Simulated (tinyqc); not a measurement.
What moves the coefficients: Boltzmann transport in a parabolic band with a power-law relaxation time.

F_j(eta) = (1/Gamma(j + 1)) integral_0^infinity x^j dx/(1 + exp(x - eta)), which tends to exp(eta) for eta << 0.

n = N F_1/2(eta) with N = 2 (m kB T/(4 pi c))^(3/2) with c = hbar^2/2m0, in 1/angstrom^3; times 1e24 for 1/cm^3, m = md.

tau = tau0 x^r with x = E/kT. With K_j = Gamma(j + 1) F_j(eta): <tau> = tau0 (r + 3/2) K_(r+1/2)/((3/2) K_(1/2)); mu = <tau>/(mc m0/e), m0/e = 5.685630e-12 kg/C; Hall factor rH = (3/2) K_(1/2) (2r + 3/2) K_(2r+1/2)/((r + 3/2) K_(r+1/2))^2; Seebeck S = -(kB/e) [(r + 5/2) K_(r+3/2)/((r + 3/2) K_(r+1/2)) - eta]; Lorenz number L = (kB/e)^2 [(r + 7/2) K_(r+5/2)/((r + 3/2) K_(r+1/2)) - ((r + 5/2) K_(r+3/2)/((r + 3/2) K_(r+1/2)))^2]; kB/e in V/K. Valley anisotropy is left out of rH.

Constants: hbar^2/2m0 = 3.80998211 eV angstrom^2; kB = 8.617333262e-05 eV/K.

Values chosen for the exercise (masses near those of GaAs; tau0 is set for a mobility of the usual size at this n, kL is a free input; freeze-out and phonon drag, which matter near 77 K, are left out; not measured data): md = 0.071 m0 (density-of-states mass); mc = 0.0708 m0 (conductivity mass); tau0 = 81 fs (tau at E = kT); r = 0.5 (exponent of tau); T = 300 K; kL = 42 W/(m K) (lattice thermal conductivity); n = 3.1e+17 1/cm^3 (electron density).

sigma = e n mu with e = 1.602176634e-19 C; ZT = S^2 sigma T/(kL + L sigma T).

One parameter was then changed.

Results before and after:

| case | mu (cm^2/(V s)) | sigma (S/cm) | S (microvolt/K) | ZT |
|---|---|---|---|---|
| base | 3222 | 160.1 | -296.7 | 0.0100 |
| changed | 3222 | 160.1 | -296.7 | 0.0200 |

Which of these changes was made? (a) mc = 0.092 m0; (b) kL = 21 W/(m K); (c) T = 350 K; (d) n = 6.2e+17 1/cm^3; (e) md = 0.092 m0; (f) tau0 = 121.5 fs.

Answer: (b) kL = 21 W/(m K). Of the candidates, run in turn, only this one gives the changed row.

All candidates:

| case | mu (cm^2/(V s)) | sigma (S/cm) | S (microvolt/K) | ZT |
|---|---|---|---|---|
| base | 3222 | 160.1 | -296.7 | 0.0100 |
| md = 0.092 m0 | 3162 | 157.0 | -329.7 | 0.0122 |
| mc = 0.092 m0 | 2480 | 123.2 | -296.7 | 0.00773 |
| n = 6.2e+17 1/cm^3 | 3401 | 337.8 | -238.9 | 0.0137 |
| tau0 = 121.5 fs | 4834 | 240.1 | -296.7 | 0.0150 |
| kL = 21 W/(m K) | 3222 | 160.1 | -296.7 | 0.0200 |
| T = 350 K | 3184 | 158.1 | -316.3 | 0.0131 |

The row for T keeps tau0 fixed; for phonon scattering tau0 itself falls as T rises.

Run: tinyqc, `OMP_NUM_THREADS=1 python tinyqc.py 1681897 1681898 out.jsonl`; Intel(R) Xeon(R) Processor @ 2.30GHz, one thread, shared host; about 0.01 s of CPU time with all checks.
